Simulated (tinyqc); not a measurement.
## Ballistic Schottky-barrier transistor with a one-dimensional channel, WKB contacts: ambipolar transfer curve

Source Fermi level 0, drain Fermi level -Vd. Far from the contacts Ec = pn - psi, and the gate moves psi one to one; the band edges relax as exp(-x/lam) from pn at the source and pn - Vd at the drain; Ev = Ec - Eg. A carrier of energy w inside the channel band meets at a contact a barrier of height D (the contact edge beyond the channel edge): T = 1 for w >= D, else exp(-S), S = 4 lam sqrt(m/C) [sqrt(D - w) - sqrt(w) arctan sqrt((D - w)/w)], C = hbar^2/(2 m0). The two contacts combine as Ts Td/(Ts + Td - Ts Td).

I = g (2 q^2/h) int T(w) [f(Es + w) - f(Ed + w)] dw, f(y) = 1/(1 + exp(y/Vt)). Electrons: Ds = psi, Dd = psi - Vd, Es = Ec, Ed = Ec + Vd. Holes: Ds = -psi, Dd = Vd - psi, Es = -Ev, Ed = -Ev - Vd. The size of each current is taken; both flow from drain to source and add. The integrals are converged. Swing = d(psi)/d(log10 I).

Parameters, values chosen for the exercise; channel values close to those of a carbon nanotube: temperature T = 300 K; band gap Eg = 0.533 eV; barrier for electrons at both contacts pn = 0.28 eV; electron mass mn = 0.06 m0; hole mass mp = 0.062 m0; valleys or subbands g = 2; screening length at the contacts lam = 2.1 nm; drain bias Vd = 0.5 V.

Constants: q = 1.602176634e-19 C, kB = 1.380649e-23 J/K, hbar = 1.054571817e-34 J s, h = 6.62607015e-34 J s, m0 = 9.1093837015e-31 kg, Vt = kB T/q, hbar^2/(2 m0) = 0.0380998212 eV nm^2. Results are converted to the units shown.

Result of one run:

| ps (V) | electrons (uA) | holes (uA) | I (uA) | swing (mV/decade) |
|---|---|---|---|---|
| 0.52 | 3.639 | 1.039e-4 | 3.639 | 377.8 |

What becomes of these results when the band shift psi of the channel by the gate ps is changed from 0.52 to 0.39 V, all else the same?

Result of the changed run:

| ps (V) | electrons (uA) | holes (uA) | I (uA) | swing (mV/decade) |
|---|---|---|---|---|
| 0.39 | 1.207 | 0.004455 | 1.211 | 195.3 |

The whole series:

| ps (V) | electrons (uA) | holes (uA) | I (uA) | swing (mV/decade) |
|---|---|---|---|---|
| -0.2 | 3.460e-8 | 9.764 | 9.764 | -773.8 |
| -0.14 | 3.524e-7 | 8.042 | 8.042 | -654.7 |
| -0.07 | 5.284e-6 | 6.109 | 6.109 | -524.1 |
| -0.01 | 5.382e-5 | 4.551 | 4.551 | -419.4 |
| 0.06 | 4.202e-4 | 2.905 | 2.906 | -307.0 |
| 0.12 | 0.002092 | 1.709 | 1.711 | -221.6 |
| 0.19 | 0.01469 | 0.6766 | 0.6913 | -146.2 |
| 0.26 | 0.1034 | 0.1534 | 0.2569 | -511.8 |
| 0.32 | 0.4149 | 0.03036 | 0.4453 | 143.3 |
| 0.39 | 1.207 | 0.004455 | 1.211 | 195.3 |
| 0.45 | 2.203 | 9.112e-4 | 2.204 | 273.0 |
| 0.52 | 3.639 | 1.039e-4 | 3.639 | 377.8 |

I goes from 9.76 through a minimum of 0.257 (at ps = 0.26 V among the rows listed) to 3.64 uA; the exact minimum lies at psi = 0.268 V. Holes carry the left branch and electrons the right. The ratio of the last row to the smallest is 14.2 and of the first row 38.0, with barriers of 0.28 eV for electrons and 0.253 eV for holes. The steepest swing among the rows is 143 mV/decade, against the thermionic limit 59.5.

Range of the model: No scattering, image-force lowering, channel charge or band-to-band tunnelling; parabolic kappa overstates S deep in the gap.

Program tinyqc, `OMP_NUM_THREADS=1 python tinyqc.py 2390011 2390012 out.jsonl`; Intel Xeon 2.30GHz, shared host, one thread, about 0.1 s.
